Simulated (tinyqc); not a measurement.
Static screening by free carriers: one step. Lindhard function at one q. Three cases, with inputs chosen for the exercise.

Task: Compare with Thomas-Fermi, 1 + (qTF/q)^2.

Lindhard at zero temperature: eps(q)/eps = 1 + (qTF/q)^2 L(x), x = q/(2 kF), L(x) = 1/2 + ((1 - x^2)/(4x)) ln|(1 + x)/(1 - x)|.

Give: x; L(x); eps(q)/eps, Lindhard; eps(q)/eps, Thomas-Fermi.

Case 1.

Values chosen (out of a larger set: near those of Ge; not measured data): q = 0.00922 1/angstrom (wave vector).

kF = 0.02127003 1/angstrom
qTF = 0.05378628 1/angstrom

Result:

x = 0.2167
L(x) = 0.9842
eps(q)/eps, Lindhard = 34.49
eps(q)/eps, Thomas-Fermi = 35.03

The carriers respond with 98 % of their long-wave strength at this q. The zero-temperature form is an exercise here: at the temperature of this gas EF is only 0.3 kT.

Case 2.

Values chosen (out of a larger set: a free-electron density near that of Na; not measured data): q = 2.46 1/angstrom (wave vector).

kF = 0.9292447 1/angstrom
qTF = 1.495270 1/angstrom

Result:

x = 1.3237
L(x) = 0.2200
eps(q)/eps, Lindhard = 1.081
eps(q)/eps, Thomas-Fermi = 1.369

The carriers respond with 22 % of their long-wave strength at this q, beyond 2 kF, where no pair of states on the Fermi surface is joined by q.

Case 3.

Values chosen (out of a larger set: a free-electron density near that of Al; not measured data): q = 4.21 1/angstrom (wave vector).

kF = 1.749980 1/angstrom
qTF = 2.051970 1/angstrom

Result:

x = 1.2029
L(x) = 0.2785
eps(q)/eps, Lindhard = 1.066
eps(q)/eps, Thomas-Fermi = 1.238

The carriers respond with 28 % of their long-wave strength at this q, beyond 2 kF, where no pair of states on the Fermi surface is joined by q.

Computed by tinyqc, one run a case: `OMP_NUM_THREADS=1 python tinyqc.py N N+1 out.jsonl` with N = 1651644, 1652023, 1652077; one thread of a shared Intel(R) Xeon(R) Processor @ 2.30GHz, about 0.01 s a run at most.
